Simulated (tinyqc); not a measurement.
Bias-temperature instability from a Gaussian distribution of capture and emission barriers. Inputs raised by 5 %, one at a time. Computed by tinyqc, a small Python program. Command: `OMP_NUM_THREADS=1 python tinyqc.py 3016972 3016973 out.jsonl bti sens`. One thread of a shared host (Intel(R) Xeon(R) Processor @ 2.30GHz), about 0.03 s of CPU time with the checks.

Each trap has a capture time tau_0 exp(E_c/(k_B T)) under stress and an emission time tau_0 exp(E_e/(k_B T)) after it. E_c is Gaussian, and E_e = E_c + d with d Gaussian and independent. A trap counts as filled once t_s exceeds its capture time and as emptied once t_r exceeds its emission time.

Inputs (values chosen for the exercise, for a model p-channel transistor):
```
quantity                                      value        unit
shift with all traps filled V_max               220          mV
mean capture barrier at zero field mu_c        1.82          eV
spread of capture barriers sigma_c             0.39          eV
lowering of mu_c per field k_F                0.058  eV/(MV/cm)
oxide field F                                   6.6       MV/cm
mean of E_e - E_c at the stress field, delta  -0.05          eV
spread of E_e - E_c, sigma_d                   0.21          eV
time constant tau_0                           7e-10           s
temperature T                                    85           C
stress time t_s                                4000           s
recovery time t_r                             1e-05           s
```

Constants: k_B = 8.617333262e-05 eV/K.

Method:
- Demarcation energies E_s = k_B T ln(t_s/tau_0), E_r = k_B T ln(t_r/tau_0); mean barrier mu = mu_c - k_F F; z = (E_s - mu)/sigma_c; Phi is the standard normal distribution.
- Temperatures in kelvin are T(C) + 273.15.
- Shift without recovery dV0 = V_max Phi(z); local time exponent n = d ln dV0/d ln t_s = (k_B T/sigma_c) exp(-z^2/2)/(sqrt(2 pi) Phi(z)); apparent activation energy n E_s.
- Remaining shift dV = V_max int_(-infinity)^(E_s) g(E_c) [1 - Phi((E_r - E_c - delta)/sigma_d)] dE_c, g the Gaussian density of E_c (Gauss-Legendre, 120 points over 7 sigma_c below E_s).

Runs:
```
input moved                                         from        to  time exponent n  remaining shift dV (mV)  remaining share dV/dV0  apparent activation energy (eV)
base run                                               -         -          0.14410                   17.621                 0.92252                          0.13064
shift with all traps filled V_max (mV)               220       231          0.14410                   18.502                 0.92252                          0.13064
lowering of mu_c per field k_F (eV/(MV/cm))        0.058    0.0609          0.14086                   19.195                 0.91996                          0.12770
oxide field F (MV/cm)                                6.6      6.93          0.14086                   19.195                 0.91996                          0.12770
mean of E_e - E_c at the stress field, delta (eV)  -0.05   -0.0525          0.14410                   17.598                 0.92132                          0.13064
time constant tau_0 (s)                            7e-10  7.35e-10          0.14436                   17.501                 0.92272                          0.13065
stress time t_s (s)                                 4000      4200          0.14385                   17.755                 0.92304                          0.13062
recovery time t_r (s)                              1e-05  1.05e-05          0.14410                   17.607                 0.92180                          0.13064
```

Exponents ln(y'/y) / ln(x'/x):
```
input                                         time exponent n  remaining shift dV  remaining share dV/dV0  apparent activation energy
shift with all traps filled V_max                       0.000               1.000                   0.000                       0.000
lowering of mu_c per field k_F                         -0.467               1.754                  -0.057                      -0.467
oxide field F                                          -0.467               1.754                  -0.057                      -0.467
mean of E_e - E_c at the stress field, delta            0.000              -0.027                  -0.027                       0.000
time constant tau_0                                     0.036              -0.140                   0.004                       0.002
stress time t_s                                        -0.036               0.155                   0.011                      -0.002
recovery time t_r                                       0.000              -0.016                  -0.016                       0.000
```

Which inputs matter most for each result?

Among the inputs moved here: time exponent n answers most in size to lowering of mu_c per field k_F (exponent -0.467), and about equally to oxide field F (-0.467); its exponent is below 0.0005 for shift with all traps filled V_max, mean of E_e - E_c at the stress field, delta, recovery time t_r. Its exponent 0.000 in shift with all traps filled V_max: the exponent is a shape. Remaining shift dV answers most in size to lowering of mu_c per field k_F (exponent +1.754), and about equally to oxide field F (+1.754). Remaining share dV/dV0 answers most in size to lowering of mu_c per field k_F (exponent -0.057), and about equally to oxide field F (-0.057); its exponent is below 0.0005 for shift with all traps filled V_max. Apparent activation energy answers most in size to lowering of mu_c per field k_F (exponent -0.467), and about equally to oxide field F (-0.467); its exponent is below 0.0005 for shift with all traps filled V_max, mean of E_e - E_c at the stress field, delta, recovery time t_r.
